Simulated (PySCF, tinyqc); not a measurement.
RHF in the 6-31g basis, for H4, spin multiplicity 1, step by step (part 2 of 2). The lowest restricted solution is unstable here: a spin-polarised one lies 0.0187 hartree lower (PySCF). Computed by tinyqc, a small Python program that keeps every step (integrals from PySCF). Command: `OMP_NUM_THREADS=1 python tinyqc.py 20799 20800 out.jsonl` (the two numbers bound the seeds that draw the settings). One thread of a shared host (Intel(R) Xeon(R) Processor @ 2.60GHz), about 0.06 s of CPU time with the checks.

Geometry (angstrom):
```
atom        x        y        z
H     0.00000  0.00000  0.00000
H     0.00000  0.00000  1.24200
H     0.00000  0.00000  2.32200
H     0.00000  0.00000  3.56400
```

## Iteration 1: building the Fock matrix

D at the start:
```
          1H 1s     1H 2s     2H 1s     2H 2s     3H 1s     3H 2s     4H 1s     4H 2s
1H 1s   0.08202   0.13082   0.12121   0.09726  -0.11554  -0.08876  -0.08187  -0.12895
1H 2s   0.13082   0.21748   0.22273   0.20002  -0.15254  -0.09484  -0.12895  -0.19427
2H 1s   0.12121   0.22273   0.27713   0.29339  -0.06487   0.02467  -0.11554  -0.15254
2H 2s   0.09726   0.20002   0.29339   0.34387   0.02467   0.13273  -0.08876  -0.09484
3H 1s  -0.11554  -0.15254  -0.06487   0.02467   0.27713   0.29339   0.12121   0.22273
3H 2s  -0.08876  -0.09484   0.02467   0.13273   0.29339   0.34387   0.09726   0.20002
4H 1s  -0.08187  -0.12895  -0.11554  -0.08876   0.12121   0.09726   0.08202   0.13082
4H 2s  -0.12895  -0.19427  -0.15254  -0.09484   0.22273   0.20002   0.13082   0.21748
```

core Hamiltonian H = T + V (hartree):
```
          1H 1s     1H 2s     2H 1s     2H 2s     3H 1s     3H 2s     4H 1s     4H 2s
1H 1s  -1.05995  -1.01008  -0.32211  -0.56990  -0.00764  -0.11942   0.00000  -0.00558
1H 2s  -1.01008  -1.17597  -0.63343  -0.91860  -0.13237  -0.36164  -0.00558  -0.05389
2H 1s  -0.32211  -0.63343  -1.40109  -1.23209  -0.51150  -0.77100  -0.00764  -0.13237
2H 2s  -0.56990  -0.91860  -1.23209  -1.46790  -0.77100  -1.11043  -0.11942  -0.36164
3H 1s  -0.00764  -0.13237  -0.51150  -0.77100  -1.40109  -1.23209  -0.32211  -0.63343
3H 2s  -0.11942  -0.36164  -0.77100  -1.11043  -1.23209  -1.46790  -0.56990  -0.91860
4H 1s   0.00000  -0.00558  -0.00764  -0.11942  -0.32211  -0.56990  -1.05995  -1.01008
4H 2s  -0.00558  -0.05389  -0.13237  -0.36164  -0.63343  -0.91860  -1.01008  -1.17597
```

nuclear repulsion = 1.9463889 hartree

Given earlier and not repeated: Two-electron integrals (ij|kl) in chemists' order.

J_ij = sum D_kl (ij|kl), K_ij = sum D_kl (ik|jl); F = H + J - 0.5 K; E = tr D H + tr D J / 2 - 0.25 tr D K + E_nn.

Coulomb J (hartree):
```
         1H 1s    1H 2s    2H 1s    2H 2s    3H 1s    3H 2s    4H 1s    4H 2s
1H 1s  1.46430  0.91814  0.22977  0.48261  0.00283  0.08518  0.00000  0.00305
1H 2s  0.91814  1.23748  0.59843  0.93806  0.10478  0.33953  0.00305  0.04293
2H 1s  0.22977  0.59843  2.10135  1.27942  0.43163  0.75202  0.00283  0.10478
2H 2s  0.48261  0.93806  1.27942  1.61847  0.75202  1.18964  0.08518  0.33953
3H 1s  0.00283  0.10478  0.43163  0.75202  2.10135  1.27942  0.22977  0.59843
3H 2s  0.08518  0.33953  0.75202  1.18964  1.27942  1.61847  0.48261  0.93806
4H 1s  0.00000  0.00305  0.00283  0.08518  0.22977  0.48261  1.46430  0.91814
4H 2s  0.00305  0.04293  0.10478  0.33953  0.59843  0.93806  0.91814  1.23748
```

exchange K (hartree):
```
          1H 1s     1H 2s     2H 1s    2H 2s     3H 1s    3H 2s     4H 1s     4H 2s
1H 1s   0.51358   0.49477   0.35539  0.39713  -0.00977  0.09366  -0.06510  -0.05786
1H 2s   0.49477   0.59323   0.58673  0.61600   0.10736  0.26127  -0.05786  -0.01318
2H 1s   0.35539   0.58673   1.07765  0.93081   0.37260  0.58310  -0.00977   0.10736
2H 2s   0.39713   0.61600   0.93081  0.98616   0.58310  0.76002   0.09366   0.26127
3H 1s  -0.00977   0.10736   0.37260  0.58310   1.07765  0.93081   0.35539   0.58673
3H 2s   0.09366   0.26127   0.58310  0.76002   0.93081  0.98616   0.39713   0.61600
4H 1s  -0.06510  -0.05786  -0.00977  0.09366   0.35539  0.39713   0.51358   0.49477
4H 2s  -0.05786  -0.01318   0.10736  0.26127   0.58673  0.61600   0.49477   0.59323
```

Fock matrix F (hartree):
```
          1H 1s     1H 2s     2H 1s     2H 2s     3H 1s     3H 2s     4H 1s     4H 2s
1H 1s   0.14756  -0.33933  -0.27003  -0.28585   0.00008  -0.08107   0.03255   0.02640
1H 2s  -0.33933  -0.23510  -0.32837  -0.28854  -0.08127  -0.15275   0.02640  -0.00437
2H 1s  -0.27003  -0.32837   0.16143  -0.41808  -0.26617  -0.31052   0.00008  -0.08127
2H 2s  -0.28585  -0.28854  -0.41808  -0.34251  -0.31052  -0.30080  -0.08107  -0.15275
3H 1s   0.00008  -0.08127  -0.26617  -0.31052   0.16143  -0.41808  -0.27003  -0.32837
3H 2s  -0.08107  -0.15275  -0.31052  -0.30080  -0.41808  -0.34251  -0.28585  -0.28854
4H 1s   0.03255   0.02640   0.00008  -0.08107  -0.27003  -0.28585   0.14756  -0.33933
4H 2s   0.02640  -0.00437  -0.08127  -0.15275  -0.32837  -0.28854  -0.33933  -0.23510
```

total energy of this density = -1.9309960 hartree

## Iteration 1: diagonalisation and new density

X:
```
              1         2         3         4         5         6         7        8
1H 1s   0.14496  -0.60274   0.81114   0.57843  -0.36221   0.45691   0.31036  0.11532
1H 2s  -1.24575   1.09809  -0.79178  -0.38777  -0.06617   0.28671   0.33584  0.18092
2H 1s  -0.64404   0.52980   0.40416   0.71126   0.70566  -0.32060   0.15595  0.19082
2H 2s   2.86004  -0.83198  -0.29497  -0.47793   0.14844  -0.15676   0.16567  0.27676
3H 1s   0.64404   0.52980  -0.40416   0.71126  -0.70566  -0.32060  -0.15595  0.19082
3H 2s  -2.86004  -0.83198   0.29497  -0.47793  -0.14844  -0.15676  -0.16567  0.27676
4H 1s  -0.14496  -0.60274  -0.81114   0.57843   0.36221   0.45691  -0.31036  0.11532
4H 2s   1.24575   1.09809   0.79178  -0.38777   0.06617   0.28671  -0.33584  0.18092
```

Diagonalise F' = X^T F X, C = X C', fill 2 alpha and 2 beta electrons from the bottom; D = 2 C_occ C_occ^T. Each column has its largest component positive (the first on a tie).

F' = X^T F X (hartree):
```
          1         2         3         4         5         6         7         8
1   0.92129   0.00000  -0.21681   0.00000  -0.46162   0.00000  -0.02731   0.00000
2   0.00000   0.98525   0.00000   0.08994   0.00000  -0.35471   0.00000  -0.00208
3  -0.21681   0.00000   1.01655   0.00000   0.00990   0.00000   0.11741   0.00000
4   0.00000   0.08994   0.00000   1.00639   0.00000  -0.00407   0.00000  -0.04676
5  -0.46162   0.00000   0.00990   0.00000   0.74373   0.00000  -0.05435   0.00000
6   0.00000  -0.35471   0.00000  -0.00407   0.00000   0.16549   0.00000   0.01428
7  -0.02731   0.00000   0.11741   0.00000  -0.05435   0.00000  -0.35138   0.00000
8   0.00000  -0.00208   0.00000  -0.04676   0.00000   0.01428   0.00000  -0.51266
```

orbital energies (hartree): MO1 -0.51444, MO2 -0.36505, MO3 0.03289, MO4 0.33788, MO5 0.96137, MO6 0.96878, MO7 1.16466, MO8 1.38858

coefficients C:
```
           MO1       MO2       MO3       MO4       MO5       MO6       MO7       MO8
1H 1s  0.12591   0.22542   0.20301  -0.01781   0.85815   0.92193   0.35561  -0.07348
1H 2s  0.15511   0.35634   0.66898  -1.03834  -0.77495  -0.90253  -0.63163  -0.52561
2H 1s  0.21717   0.14710  -0.12850   0.17077   0.32170  -0.08447  -0.87098  -1.02102
2H 2s  0.27060   0.28276  -0.41867   1.90157  -0.08731   0.32458   0.87501   2.12486
3H 1s  0.21717  -0.14710  -0.12850  -0.17077   0.32170   0.08447  -0.87098   1.02102
3H 2s  0.27060  -0.28276  -0.41867  -1.90157  -0.08731  -0.32458   0.87501  -2.12486
4H 1s  0.12591  -0.22542   0.20301   0.01781   0.85815  -0.92193   0.35561   0.07348
4H 2s  0.15511  -0.35634   0.66898   1.03834  -0.77495   0.90253  -0.63163   0.52561
```

D after iteration 1:
```
          1H 1s     1H 2s     2H 1s     2H 2s     3H 1s     3H 2s     4H 1s     4H 2s
1H 1s   0.13334   0.19971   0.12101   0.19563  -0.01163  -0.05934  -0.06992  -0.12159
1H 2s   0.19971   0.30207   0.17220   0.28546  -0.03746  -0.11757  -0.12159  -0.20583
2H 1s   0.12101   0.17220   0.13761   0.20073   0.05105   0.03435  -0.01163  -0.03746
2H 2s   0.19563   0.28546   0.20073   0.30636   0.03435  -0.01346  -0.05934  -0.11757
3H 1s  -0.01163  -0.03746   0.05105   0.03435   0.13761   0.20073   0.12101   0.17220
3H 2s  -0.05934  -0.11757   0.03435  -0.01346   0.20073   0.30636   0.19563   0.28546
4H 1s  -0.06992  -0.12159  -0.01163  -0.05934   0.12101   0.19563   0.13334   0.19971
4H 2s  -0.12159  -0.20583  -0.03746  -0.11757   0.17220   0.28546   0.19971   0.30207
```

## Iteration 2: building the Fock matrix

As before.

Coulomb J (hartree):
```
         1H 1s    1H 2s    2H 1s    2H 2s    3H 1s    3H 2s    4H 1s    4H 2s
1H 1s  1.56797  0.96582  0.22344  0.49562  0.00255  0.08506  0.00000  0.00294
1H 2s  0.96582  1.26041  0.55214  0.91102  0.09310  0.31714  0.00294  0.03936
2H 1s  0.22344  0.55214  1.86891  1.15565  0.37933  0.67179  0.00255  0.09310
2H 2s  0.49562  0.91102  1.15565  1.50521  0.67179  1.09091  0.08506  0.31714
3H 1s  0.00255  0.09310  0.37933  0.67179  1.86891  1.15565  0.22344  0.55214
3H 2s  0.08506  0.31714  0.67179  1.09091  1.15565  1.50521  0.49562  0.91102
4H 1s  0.00000  0.00294  0.00255  0.08506  0.22344  0.49562  1.56797  0.96582
4H 2s  0.00294  0.03936  0.09310  0.31714  0.55214  0.91102  0.96582  1.26041
```

exchange K (hartree):
```
          1H 1s     1H 2s    2H 1s    2H 2s    3H 1s    3H 2s     4H 1s     4H 2s
1H 1s   0.73745   0.67007  0.38624  0.50767  0.03906  0.14709  -0.05255  -0.03698
1H 2s   0.67007   0.72440  0.54344  0.65644  0.12871  0.27007  -0.03698   0.00290
2H 1s   0.38624   0.54344  0.81959  0.77309  0.33501  0.49452   0.03906   0.12871
2H 2s   0.50767   0.65644  0.77309  0.88687  0.49452  0.66216   0.14709   0.27007
3H 1s   0.03906   0.12871  0.33501  0.49452  0.81959  0.77309   0.38624   0.54344
3H 2s   0.14709   0.27007  0.49452  0.66216  0.77309  0.88687   0.50767   0.65644
4H 1s  -0.05255  -0.03698  0.03906  0.14709  0.38624  0.50767   0.73745   0.67007
4H 2s  -0.03698   0.00290  0.12871  0.27007  0.54344  0.65644   0.67007   0.72440
```

Fock matrix F (hartree):
```
          1H 1s     1H 2s     2H 1s     2H 2s     3H 1s     3H 2s     4H 1s     4H 2s
1H 1s   0.13930  -0.37930  -0.29179  -0.32811  -0.02461  -0.10790   0.02627   0.01585
1H 2s  -0.37930  -0.27776  -0.35301  -0.33580  -0.10362  -0.17953   0.01585  -0.01597
2H 1s  -0.29179  -0.35301   0.05802  -0.46298  -0.29968  -0.34647  -0.02461  -0.10362
2H 2s  -0.32811  -0.33580  -0.46298  -0.40613  -0.34647  -0.35059  -0.10790  -0.17953
3H 1s  -0.02461  -0.10362  -0.29968  -0.34647   0.05802  -0.46298  -0.29179  -0.35301
3H 2s  -0.10790  -0.17953  -0.34647  -0.35059  -0.46298  -0.40613  -0.32811  -0.33580
4H 1s   0.02627   0.01585  -0.02461  -0.10790  -0.29179  -0.32811   0.13930  -0.37930
4H 2s   0.01585  -0.01597  -0.10362  -0.17953  -0.35301  -0.33580  -0.37930  -0.27776
```

total energy of this density = -2.0814982 hartree

## Iteration 2: diagonalisation and new density

As before.

F' = X^T F X (hartree):
```
          1         2         3         4         5         6         7         8
1   0.88553   0.00000  -0.17211   0.00000  -0.42275   0.00000  -0.04495   0.00000
2   0.00000   0.96822   0.00000   0.01565   0.00000  -0.34821   0.00000  -0.00698
3  -0.17211   0.00000   1.03201   0.00000  -0.03973   0.00000   0.13305   0.00000
4   0.00000   0.01565   0.00000   0.94218   0.00000   0.05035   0.00000  -0.08021
5  -0.42275   0.00000  -0.03973   0.00000   0.66769   0.00000  -0.06397   0.00000
6   0.00000  -0.34821   0.00000   0.05035   0.00000   0.15165   0.00000   0.01433
7  -0.04495   0.00000   0.13305   0.00000  -0.06397   0.00000  -0.38376   0.00000
8   0.00000  -0.00698   0.00000  -0.08021   0.00000   0.01433   0.00000  -0.59946
```

orbital energies (hartree): MO1 -0.60401, MO2 -0.40207, MO3 0.02071, MO4 0.31708, MO5 0.94923, MO6 1.01367, MO7 1.09665, MO8 1.27279

coefficients C:
```
           MO1       MO2       MO3       MO4       MO5       MO6       MO7       MO8
1H 1s  0.13574   0.21943   0.19094  -0.04050   0.57268  -0.91873  -0.73287  -0.11236
1H 2s  0.15236   0.33511   0.67344  -1.00514  -0.34608   0.94513   0.93520  -0.52924
2H 1s  0.23463   0.14284  -0.15163   0.20664   0.70151   0.11903   0.59634  -1.01150
2H 2s  0.25577   0.33794  -0.40098   1.80880  -0.52558  -0.45313  -0.72065   2.17372
3H 1s  0.23463  -0.14284  -0.15163  -0.20664   0.70151  -0.11903   0.59634   1.01150
3H 2s  0.25577  -0.33794  -0.40098  -1.80880  -0.52558   0.45313  -0.72065  -2.17372
4H 1s  0.13574  -0.21943   0.19094   0.04050   0.57268   0.91873  -0.73287   0.11236
4H 2s  0.15236  -0.33511   0.67344   1.00514  -0.34608  -0.94513   0.93520   0.52924
```

D after iteration 2:
```
          1H 1s     1H 2s     2H 1s     2H 2s     3H 1s     3H 2s     4H 1s     4H 2s
1H 1s   0.13315   0.18843   0.12638   0.21774   0.00101  -0.07887  -0.05944  -0.10570
1H 2s   0.18843   0.27102   0.16723   0.30443  -0.02424  -0.14855  -0.10570  -0.17816
2H 1s   0.12638   0.16723   0.15091   0.21657   0.06929   0.02348   0.00101  -0.02424
2H 2s   0.21774   0.30443   0.21657   0.35925   0.02348  -0.09757  -0.07887  -0.14855
3H 1s   0.00101  -0.02424   0.06929   0.02348   0.15091   0.21657   0.12638   0.16723
3H 2s  -0.07887  -0.14855   0.02348  -0.09757   0.21657   0.35925   0.21774   0.30443
4H 1s  -0.05944  -0.10570   0.00101  -0.07887   0.12638   0.21774   0.13315   0.18843
4H 2s  -0.10570  -0.17816  -0.02424  -0.14855   0.16723   0.30443   0.18843   0.27102
```

## Iteration 8 (converged): orbitals

converged F (hartree):
```
          1H 1s     1H 2s     2H 1s     2H 2s     3H 1s     3H 2s     4H 1s     4H 2s
1H 1s   0.14208  -0.37749  -0.29460  -0.32904  -0.02594  -0.10888   0.02422   0.01439
1H 2s  -0.37749  -0.27479  -0.35291  -0.33260  -0.10262  -0.17637   0.01439  -0.01560
2H 1s  -0.29460  -0.35291   0.06574  -0.45797  -0.29820  -0.34126  -0.02594  -0.10262
2H 2s  -0.32904  -0.33260  -0.45797  -0.39628  -0.34126  -0.34033  -0.10888  -0.17637
3H 1s  -0.02594  -0.10262  -0.29820  -0.34126   0.06574  -0.45797  -0.29460  -0.35291
3H 2s  -0.10888  -0.17637  -0.34126  -0.34033  -0.45797  -0.39628  -0.32904  -0.33260
4H 1s   0.02422   0.01439  -0.02594  -0.10888  -0.29460  -0.32904   0.14208  -0.37749
4H 2s   0.01439  -0.01560  -0.10262  -0.17637  -0.35291  -0.33260  -0.37749  -0.27479
```

As before.

F' = X^T F X (hartree):
```
          1         2         3         4         5         6         7         8
1   0.88857   0.00000  -0.17478   0.00000  -0.42637   0.00000  -0.04928   0.00000
2   0.00000   0.97164   0.00000   0.01898   0.00000  -0.34859   0.00000  -0.00932
3  -0.17478   0.00000   1.03447   0.00000  -0.03732   0.00000   0.13431   0.00000
4   0.00000   0.01898   0.00000   0.94675   0.00000   0.04942   0.00000  -0.08554
5  -0.42637   0.00000  -0.03732   0.00000   0.67708   0.00000  -0.06570   0.00000
6   0.00000  -0.34859   0.00000   0.04942   0.00000   0.15905   0.00000   0.00934
7  -0.04928   0.00000   0.13431   0.00000  -0.06570   0.00000  -0.38108   0.00000
8   0.00000  -0.00932   0.00000  -0.08554   0.00000   0.00934   0.00000  -0.59247
```

orbital energies (hartree): MO1 -0.59741, MO2 -0.40030, MO3 0.02713, MO4 0.32092, MO5 0.95447, MO6 1.01547, MO7 1.10078, MO8 1.28295

coefficients C:
```
           MO1       MO2       MO3       MO4       MO5       MO6       MO7       MO8
1H 1s  0.13934   0.21861   0.18828  -0.03862   0.58912  -0.91941  -0.71974  -0.10896
1H 2s  0.15676   0.32957   0.67389  -1.01220  -0.36780   0.93918   0.92581  -0.52985
2H 1s  0.23601   0.14208  -0.15301   0.20176   0.68655   0.11570   0.61263  -1.01298
2H 2s  0.25043   0.35066  -0.40394   1.81675  -0.50992  -0.43802  -0.73203   2.16817
3H 1s  0.23601  -0.14208  -0.15301  -0.20176   0.68655  -0.11570   0.61263   1.01298
3H 2s  0.25043  -0.35066  -0.40394  -1.81675  -0.50992   0.43802  -0.73203  -2.16817
4H 1s  0.13934  -0.21861   0.18828   0.03862   0.58912   0.91941  -0.71974   0.10896
4H 2s  0.15676  -0.32957   0.67389   1.01220  -0.36780  -0.93918   0.92581   0.52985
```

D after iteration 8:
```
          1H 1s     1H 2s     2H 1s     2H 2s     3H 1s     3H 2s     4H 1s     4H 2s
1H 1s   0.13441   0.18778   0.12789   0.22311   0.00365  -0.08353  -0.05675  -0.10041
1H 2s   0.18778   0.26638   0.16765   0.30965  -0.01966  -0.15262  -0.10041  -0.16809
2H 1s   0.12789   0.16765   0.15178   0.21786   0.07103   0.01856   0.00365  -0.01966
2H 2s   0.22311   0.30965   0.21786   0.37136   0.01856  -0.12050  -0.08353  -0.15262
3H 1s   0.00365  -0.01966   0.07103   0.01856   0.15178   0.21786   0.12789   0.16765
3H 2s  -0.08353  -0.15262   0.01856  -0.12050   0.21786   0.37136   0.22311   0.30965
4H 1s  -0.05675  -0.10041   0.00365  -0.08353   0.12789   0.22311   0.13441   0.18778
4H 2s  -0.10041  -0.16809  -0.01966  -0.15262   0.16765   0.30965   0.18778   0.26638
```

## Convergence

Stop when the energy changes by less than 1e-10 hartree and every element of the error matrix X^T (F D S - S D F) X is below 3e-06.

Course of the cycle:
```
iteration  E (hartree)     change  largest element of the error matrix
1           -1.9309960          -                             3.69e-01
2           -2.0814982  -1.51e-01                             6.70e-02
3           -2.0843241  -2.83e-03                             8.90e-03
4           -2.0844421  -1.18e-04                             1.79e-03
5           -2.0844471  -5.05e-06                             5.15e-04
6           -2.0844477  -5.82e-07                             2.00e-05
7           -2.0844477  -3.03e-10                             8.72e-07
8           -2.0844477  -7.80e-13                             8.79e-09
```

PySCF RHF in the same basis = -2.0844477 hartree

Converged in 8 iterations.

## Populations, bond orders and dipole

overlap S:
```
         1H 1s    1H 2s    2H 1s    2H 2s    3H 1s    3H 2s    4H 1s    4H 2s
1H 1s  1.00000  0.65829  0.12872  0.31926  0.00141  0.05282  0.00000  0.00177
1H 2s  0.65829  1.00000  0.31926  0.64133  0.05282  0.21169  0.00177  0.02579
2H 1s  0.12872  0.31926  1.00000  0.65829  0.20534  0.38082  0.00141  0.05282
2H 2s  0.31926  0.64133  0.65829  1.00000  0.38082  0.71471  0.05282  0.21169
3H 1s  0.00141  0.05282  0.20534  0.38082  1.00000  0.65829  0.12872  0.31926
3H 2s  0.05282  0.21169  0.38082  0.71471  0.65829  1.00000  0.31926  0.64133
4H 1s  0.00000  0.00177  0.00141  0.05282  0.12872  0.31926  1.00000  0.65829
4H 2s  0.00177  0.02579  0.05282  0.21169  0.31926  0.64133  0.65829  1.00000
```

Mulliken: Z minus the diagonal of D S on the atom; Loewdin: the same with S^(1/2) D S^(1/2); Mayer order: 2 sum_s sum (D(s) S)_ij (D(s) S)_ji over the two atoms.

Charges (e):
```
atom  Mulliken   Loewdin
1H     0.05462  -0.00365
2H    -0.05462   0.00365
3H    -0.05462   0.00365
4H     0.05462  -0.00365
```

Mayer bond orders:
```
pair     order
2-1    0.86970
3-1   -0.02752
3-2    0.12859
4-1    0.14893
4-2   -0.02752
4-3    0.86970
```

dipole moment about the origin, x y z (debye): 0.00000  0.00000  0.00000
